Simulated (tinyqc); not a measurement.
Three-phonon processes in a diatomic chain: dispersion, energy and momentum conservation, and decay channels of optical phonons: one step, computed by the program tinyqc. Command: `OMP_NUM_THREADS=1 python tinyqc.py 3120146 3120147 out.jsonl threeph walk`. One thread of a shared host (Intel(R) Xeon(R) Processor @ 2.30GHz), about 0.05 s of CPU time with the checks.

Cell length a, two atoms, one spring constant. x = q a/pi runs from -1 to 1; A and O are the acoustic and optical branches. Matrix elements are not computed: only conservation laws and occupation factors are followed.

Task: Band edges. omega^2 = k (1/m + 1/M) -/+ k sqrt((1/m + 1/M)^2 - 4 sin^2(pi x/2)/(m M)); nu = 15.6333042 THz x sqrt(omega^2) for eV/(angstrom^2 u). Acoustic top sqrt(2 k/M), optical bottom sqrt(2 k/m), optical top sqrt(2 k (1/m + 1/M)).

Inputs (values chosen for the exercise, for a model chain): light mass m = 31 u; heavy mass M = 47.4 u; spring constant k = 3 eV/angstrom^2.

Constants: nu for 1 eV/(angstrom^2 u) = 15.6333042 THz.

Give: acoustic top; optical bottom; optical top; optical top over twice the acoustic top; optical bottom over twice the acoustic top; optical width over acoustic top.

Result:

acoustic top = 5.562 THz

optical bottom = 6.878 THz

optical top = 8.845 THz

optical top over twice the acoustic top = 0.7951

optical bottom over twice the acoustic top = 0.6183

optical width over acoustic top = 0.3538

The zone-centre optical phonon can decay into two acoustic ones: this needs M/m <= 3.
